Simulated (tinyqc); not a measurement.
Worked calculation: hole subbands of a hard-walled well, four-band Luttinger model. Values are carried at full precision from step to step, so a last printed digit may differ when a step is redone from the rounded ones.

Constants: hbar^2/2m0 = 3.80998211 eV angstrom^2.

Inputs chosen for the exercise (near those of AlAs; shifted at random, so the results belong to these values and not to a real crystal):
- g1 = 3.76 (Luttinger gamma1)
- g2 = 0.81 (gamma2)
- L = 50 angstrom (well width along [001])
- Zs = 0 eV (shear strain energy)
- g3 = 1.42 (gamma3)
- k = 0.0748 1/angstrom (wave vector in the plane)
- N = 3 (sines for each component)
- kmax = 0.151 1/angstrom (end of the path)

## Levels at k = 0

R and S vanish: HHn = c (g1 - 2 g2)(n pi/L)^2 - Zs and LHn = c (g1 + 2 g2)(n pi/L)^2 + Zs, c = hbar^2/2m0, hole energies counted downwards. Sort HH1 to HH4 and LH1, LH2.

Levels:
```
subband  E (eV)
HH1      0.0322
LH1      0.0809
HH2      0.1288
HH3      0.2897
LH2      0.3237
HH4      0.5150
```

The top subband is HH1, 48.7 meV from LH1.

## The matrix at one k

Hole energies are counted downwards from the unstrained band edge, c = hbar^2/2m0. After the usual block transformation one block is H = [[P + Q - Zs, R - i S], [R + i S, P - Q + Zs]] in (heavy, light), with P +/- Q = c [(g1 +/- g2) k^2 + (g1 -/+ 2 g2) kz^2], R = sqrt(3) c gR k^2, S = 2 sqrt(3) c g3 k kz, kz = -i d/dz; axial approximation gR = (g2 + g3)/2. Zs = b (e_par - e_perp) is the shear part of the strain (the hydrostatic part shifts all levels alike and is left out). Basis sqrt(2/L) sin(n pi z/L), n = 1 to N, for each component: kz^2 gives (n pi/L)^2 and the heavy-light block is R delta_nm - 2 sqrt(3) c g3 k D_nm with D_nm = 4 n m/(L (n^2 - m^2)) for n + m odd, 0 otherwise. The other block has the same levels. The split-off band is left out.

Fill in the 2N x 2N matrix, in meV.

H(k) (meV), rows h1, h2, h3, l1, l2, l3 and columns alike:
```
[[129.61, 0, 0, 41.17, 74.77, 0],
 [0, 226.17, 0, -74.77, 41.17, 134.58],
 [0, 0, 387.11, 0, -134.58, 41.17],
 [41.17, -74.77, 0, 143.81, 0, 0],
 [74.77, 41.17, -134.58, 0, 386.57, 0],
 [0, 134.58, 41.17, 0, 0, 791.18]]
```

## Levels and mixing

Diagonalise; give the four lowest hole energies and the weight of the heavy component (the first half of the basis) in each.

levels (meV): [68.53, 116.30, 250.37, 272.69]

heavy weight: [0.508, 0.720, 0.586, 0.654]

The most mixed of the four is number 1, with 51 % heavy character. Against 60 sines these levels lie 0.7, 1.1, 10.4 and 23.6 meV too high: the small basis is not converged.

## Dispersion in the plane

N = 20, nine points from 0 to kmax.

Hole energies (meV):
```
k (1/angstrom)      E1      E2      E3      E4  heavy weight of 1  heavy weight of 2
0.0000           32.19   80.92  128.75  289.69              1.000              0.000
0.0189           36.94   78.43  139.32  272.84              0.992              0.110
0.0377           48.63   78.68  164.87  254.40              0.904              0.305
0.0566           59.18   92.39  199.50  245.78              0.644              0.605
0.0755           68.23  116.13  241.73  249.43              0.502              0.721
0.0944           80.89  139.17  263.99  292.93              0.452              0.688
0.1133           98.73  158.90  282.91  353.15              0.427              0.621
0.1321          122.00  178.33  301.28  413.85              0.412              0.568
0.1510          150.67  200.42  319.28  461.44              0.400              0.530
```

At small k the hole energy falls in subbands 2 and 4: an electron-like mass, caused by repulsion from a deeper subband. E2 - E1 is smallest, 30.1 meV, at k = 0.0377 of the points listed. The top subband goes from 1.00 to 0.40 in heavy weight.

## Mass of HH1 in the plane

Second order in k: 1/m = g1 + g2 - sum_n 12 c g3^2 D_1n^2/(LHn - HH1) over even n up to 60, with D_1n = 4n/(L (n^2 - 1)) in size, LHn - HH1 = c [(g1 + 2 g2) n^2 - (g1 - 2 g2)](pi/L)^2 + 2 Zs, c = hbar^2/2m0.

LHn - HH1 for n = 2, 4, 6 (meV): [291.5, 1262.6, 2881.0]
terms for n = 2, 4, 6: [0.8996, 0.0332, 0.0060]
sum of all terms = 0.9423
mass without mixing, 1/(g1 + g2) = 0.2188 m0
1/m with mixing = 3.6277 1/m0

Mixing with the light holes takes m from 0.219 to 0.276 m0.

## Checks

- 1/m of HH1 from the full matrix (N = 60) at small k against second order: both 3.628.
- The 2 x 2 block with gR = g2 (k along [100]) for a plane wave (k, 0, pi/L) against the bulk heavy-hole formula, eV: both 0.04342.
- Lowest level at the given k on a real-space grid of 240 points against 60 sines, eV: both 0.0678.

Program tinyqc; command `OMP_NUM_THREADS=1 python tinyqc.py 1250407 1250408 out.jsonl`; about 0.1 s on one thread of a shared Intel(R) Xeon(R) Processor @ 2.30GHz.
